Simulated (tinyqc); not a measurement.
Time-dependent dielectric breakdown: cell percolation, Weibull statistics, area scaling and voltage extrapolation: one step, computed by the program tinyqc.

The oxide is divided into columns of area a^2, each holding m = t_ox/a cells (m is taken as continuous). A share lambda(t) = (t/t_1)^alpha of the cells is defective, and a column whose cells are all defective breaks down.

Problem. Weibull parameters from the cell model. Failure fraction F = 1 - (1 - lambda^m)^N with N = A/a^2 columns, which for small lambda^m is 1 - exp(-(t/t63)^beta) with beta = alpha m and t63 = t_1 N^(-1/beta); critical share lambda(t63) = N^(-1/m). 1 um^2 = 1e6 nm^2.

Inputs (values chosen for the exercise, for a model gate oxide):
```
quantity                                              value  unit
oxide thickness t_ox                                    4.5    nm
defect cell size a                                      1.2    nm
exponent alpha of defect growth                        0.66     -
time t_1 at which the occupied share would reach 1  6.1e+07     s
test area A                                            3000  um^2
```

Give: cells per column m; columns N; Weibull slope beta; characteristic life t63; critical share of defective cells.

Solution.

cells per column m = 3.75

columns N = 2.0833e+09

Weibull slope beta = 2.475

characteristic life t63 = 10476 s

critical share of defective cells = 0.0032734

Times between F = 10 % and 90 % span a factor 3.48: the smaller beta = alpha m, the wider the scatter. Caution: t_1 is an input here; in a real oxide it changes with thickness at fixed voltage.
